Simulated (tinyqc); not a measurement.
Worked calculation: alloy A(1-x)B(x) by interpolation with bowing. Values are carried at full precision from step to step, so a last printed digit may differ when a step is redone from the rounded ones.

Each gap follows E(x) = (1 - x) E_A + x E_B - C x (1 - x); the lattice constant follows Vegard, a(x) = (1 - x) a_A + x a_B.

Constants: hc = 1239.841984 eV nm; kB = 8.617333262e-05 eV/K.

Values chosen for the exercise (A near GaAs, B near AlAs; shifted at random, so the results belong to these values and not to a real crystal): a = (5.645, 5.666) angstrom (lattice constant of A, B); x = 0.54 (fraction of B); Eg = (1.527, 3.137) eV (gap at Gamma to the s-like level of A, B); EgX = (1.954, 2.216) eV (gap to the lowest valley along Gamma-X of A, B); EgL = (1.81, 2.427) eV (gap to L of A, B); C = (0.446, 0.055, 0.05) eV (bowing of the Gamma, X and L gaps); Dso = (0.34, 0.282) eV (spin-orbit splitting of A, B); Ep = (25.6, 20.8) eV (Kane energy of A, B); me = (0.0676, 0.1522) m0 (electron mass at Gamma of A, B); Cs = 0 eV (bowing of Dso); md = (0.1076, 0.75, 0.56) m0 (density-of-states masses of Gamma, all X and all L valleys); T = 400 K (temperature).

## Gaps and lattice constant at x

Also give the wavelength hc/E of the lowest gap.

a(x) = 5.6563 angstrom

linear parts (eV): Gamma 2.3964, X 2.0955, L 2.1432

bowing terms C x (1 - x) (eV): Gamma 0.1108, X 0.0137, L 0.0124

gaps (eV): Gamma 2.2856, X 2.0818, L 2.1308

wavelength of the lowest gap = 595.6 nm

The lowest valley is X, so the gap is indirect; the next, L, lies 49 meV higher.

## Where the valleys cross

The difference of two gaps is a quadratic q2 x^2 + q1 x + q0 with q2 = C_i - C_j, q1 = (E_B - E_A - C)_i - (E_B - E_A - C)_j, q0 = E_A,i - E_A,j; give its roots between 0 and 1 (a dash: none).

Crossings:
```
pair        q2      q1      q0  first root  second root
Gamma-X  0.391   0.957  -0.427      0.3855            -
Gamma-L  0.396   0.597  -0.283      0.3788            -
X-L      0.005  -0.360   0.144      0.4022            -
```

The lowest valley changes at x = 0.379 (Gamma to L, gap 2.032 eV) and x = 0.402 (L to X, gap 2.046 eV). The middle valley is lowest only in a narrow window, which small changes of the inputs would close. The other crossings lie above the lowest valley.

## Electron mass of the alloy

Mass at Gamma from the Kane formula 1/m = F + Ep (Eg + 2 Dso/3)/(Eg (Eg + Dso)). F is fixed by the masses of A and B and interpolated linearly, as is Ep; Eg and Dso carry their bowing.

Compare with the linear interpolation of the masses.

F of A, B: [-0.9543, 0.1221]

Ep, Eg, Dso at x (eV): [23.0080, 2.2856, 0.3087]

m(x) from the Kane formula = 0.1076 m0
m(x) linear = 0.1133 m0

The Kane value lies 5.0 % below the linear one. The Gamma valley is not the lowest at this x.

## Shares of the electrons in the valleys

Non-degenerate: n_i proportional to md_i^(3/2) exp(-E_i/kT).

md^(3/2): Gamma 0.0353, X 0.6495, L 0.4191

(E - E_min)/kT: Gamma 5.91, X 0.00, L 1.42

shares: Gamma 0.000, X 0.865, L 0.135

X holds most electrons (86.5 %).

## Checks

- The Gamma and X gaps at their crossing x = 0.3855 (eV): both 2.0420.
- The Gamma and L gaps at their crossing x = 0.3788 (eV): both 2.0320.
- The X and L gaps at their crossing x = 0.4022 (eV): both 2.0462.

Program tinyqc; command `OMP_NUM_THREADS=1 python tinyqc.py 1080933 1080934 out.jsonl`; about 0.01 s on one thread of a shared Intel(R) Xeon(R) Processor @ 2.30GHz.
